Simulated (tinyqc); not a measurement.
Raising U: Hubbard chain of 3 sites, mean field against exact. Computed by the program tinyqc. Collinear unrestricted mean field (the lowest of 40 random starts) against exact diagonalisation.

one-body matrix (hopping and site energies) (eV):
```
         1        2        3
1   0.0000  -1.5900   0.0000
2  -1.5900   0.0000  -1.5900
3   0.0000  -1.5900   0.0000
```

electrons, up and down: 2  1

Exact and mean-field results (eV):
```
U          U/t   E exact  E mean field  mean |n_up - n_down|  double occupancy, exact  first gap in the sector
0.800    0.503  -4.02106      -4.00233                 0.367                    0.188                    2.137
1.590    1.000  -3.59903      -3.52724                 0.413                    0.168                    2.009
3.180    2.000  -2.89394      -2.65000                 0.556                    0.129                    1.730
4.770    3.000  -2.36171      -1.97607                 0.729                    0.096                    1.469
6.360    4.000  -1.96535      -1.53389                 0.837                    0.072                    1.251
9.540    6.000  -1.44171      -1.04444                 0.926                    0.042                    0.938
12.720   8.000  -1.12526      -0.78859                 0.958                    0.026                    0.739
19.080  12.000  -0.77394      -0.52813                 0.981                    0.013                    0.513
31.800  20.000  -0.47231      -0.31760                 0.993                 4.85e-03                    0.314
```

What does the comparison show, and why?

In absolute terms mean field is worst at U/t = 4.0, 0.431 eV too high: at small U it is nearly exact, and at large U it misses only exchange-scale energies. Relative to the exact energy its error is 0.5 % at the smallest U, 33 % at most and 33 % at the largest. The double occupancy falls from 0.188 to 0.005; at the largest U the first gap is 0.99 times the exchange scale 4t^2/U.
